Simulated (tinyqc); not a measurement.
Propagation of a band-gap error through k.p and effective-mass formulas, step by step. Values are carried at full precision from step to step, so a last printed digit may differ when a step is redone from the rounded ones.

Chain, for a gap E (the reference Eg or another value), with Ep and Dso kept: 1/me = 1 + Ep (E + 2 Dso/3)/(E (E + Dso)); g* = 2 - 2 Ep Dso/(3 E (E + Dso)); g1(E) = g1 + (Ep/3)(1/E - 1/Eg), g2(E) = g2 + (Ep/6)(1/E - 1/Eg), light hole 1/(g1 + 2 g2), heavy hole 1/(g1 - 2 g2) along [100]; optical constant ei(E) = 1 + (ei - 1)(EP/(EP + E - Eg))^2, static e0(E) = ei(E) + e0 - ei.

Constants: Ry = 13.60569312 eV; a0 (Bohr radius) = 0.5291772105 angstrom; kB = 8.617333262e-05 eV/K; hbar^2/2m0 = 3.80998211 eV angstrom^2.

Inputs chosen for the exercise (reference values near those of InP, gap at low temperature; not measured data):
- Eg = 1.419 eV (gap at Gamma to the s-like level)
- Dso = 0.107 eV (spin-orbit splitting)
- Ep = 20.7 eV (Kane energy)
- g1 = 5.09 (Luttinger gamma1)
- g2 = 1.6 (gamma2)
- e0 = 12.66 (static dielectric constant)
- ei = 9.51 (optical dielectric constant)
- EP = 5.27 eV (mean (Penn) gap)
- Eg2 = 0.553 eV (a wrong gap, of the size a semi-local functional can give)
- mh = 0.6 m0 (density-of-states mass of the holes)
- T = 400 K (temperature)
- k = 0.015 1/angstrom (wave vector)

## Masses, g factor and screening for both gaps

Evaluate the chain at Eg and at Eg2.

Band values at the two gaps:
```
quantity      at Eg   at Eg2  ratio
me          0.06559  0.02747  0.419
g*            1.318   -2.046      -
g1            5.090    12.70  2.496
g2            1.600    5.407  3.380
light hole   0.1206  0.04252  0.352
heavy hole   0.5291   0.5291  1.000
ei            9.510    13.19  1.387
e0            12.66    16.34  1.290
```

The gap is off by a factor of 0.39; the electron mass follows with 0.42 and the light hole with 0.35, while the heavy hole, which does not couple to the conduction level, keeps its value. The optical constant changes less, by +39 %, as it answers to the mean gap, which shifts by the same -0.87 eV on a base of 5.27 eV. g* moves by -3.36; remote bands, left out here, shift it by tenths or, where it is large, by some per cent.

## Binding energies and densities for both gaps

Donor: R = Ry me/e0^2, a_B = a0 e0/me, Mott density (0.26/a_B)^3. Nc, Nv = 2 (m kT/(4 pi c))^(3/2), c = hbar^2/2m0, ni = sqrt(Nc Nv) exp(-E/2kT). Exciton: Ry mu/e0^2 with 1/mu = 1/me + g1(E). 1 angstrom^-3 = 1e24 cm^-3.

Use the values of the table.

Results:
```
quantity                  at Eg     at Eg2     ratio
R (meV)                   5.568      1.400     0.252
a_B (angstrom)            102.1      314.7      3.08
Mott density (cm^-3)  1.649e+16  5.637e+14    0.0342
Nc (cm^-3)            6.490e+17  1.759e+17     0.271
ni (cm^-3)            3.926e+09  5.834e+14  1.49e+05
exciton (meV)             4.174      1.038     0.249
```

Power laws carry the error on: the donor energy (me/e0^2) by a factor of 0.252, the Mott density (cube of me/e0) by 0.0342. ni, with its exponential, changes by a factor of 1.49e+05, that is 5.2 decades.

## A scissor shift and what it does not mend

A rigid shift D = Eg - Eg2 of the conduction band restores the gap but leaves the curvature, so the mass stays me(Eg2); redoing the sum 1/m = 1 + Ep (E + 2 Dso/3)/(E (E + Dso)) with E = Eg and the same Ep gives another mass. For optics, eps2 at the edge goes as |p|^2/E^2: a rigid shift keeps the dipole elements p/E, while shifting the energies under unchanged p scales eps2 by (Eg2/Eg)^2.

shift D = 0.866 eV
mass under a rigid shift = 0.0275 m0
mass from the sum with the corrected gap = 0.0656 m0
factor on eps2 if p is left unscaled = 0.152

The rigid shift leaves the mass off by a factor of 0.42. The mass from the corrected gap is the reference me(Eg) here, because the exercise keeps Ep fixed; a real correction of the gap depends on k and changes Ep as well.

## Far from the edge the relative error shrinks

Two-level dispersion E(k) = sqrt(E^2/4 + Ep c k^2) - E/2 at k/4, k, 4k for both gaps, c = hbar^2/2m0.

Energies above the edge:
```
k (1/angstrom)  at Eg (eV)  at Eg2 (eV)  ratio
0.00375             0.0008       0.0020  2.558
0.01500             0.0124       0.0304  2.453
0.06000             0.1778       0.3238  1.821
```

The ratio tends to Eg/Eg2 = 2.57 at k = 0 and goes from 2.558 to 1.821: at large k both curves approach the same slope sqrt(Ep c), while their distance in eV grows towards |Eg - Eg2|/2.

## Checks

- Chain at E = Eg against the inputs g1, g2, ei, e0: they agree to 1e-10 or better.

Run: tinyqc, `OMP_NUM_THREADS=1 python tinyqc.py 1880278 1880279 out.jsonl`; Intel(R) Xeon(R) Processor @ 2.30GHz, one thread, shared host; about 0.01 s of CPU time with all checks.
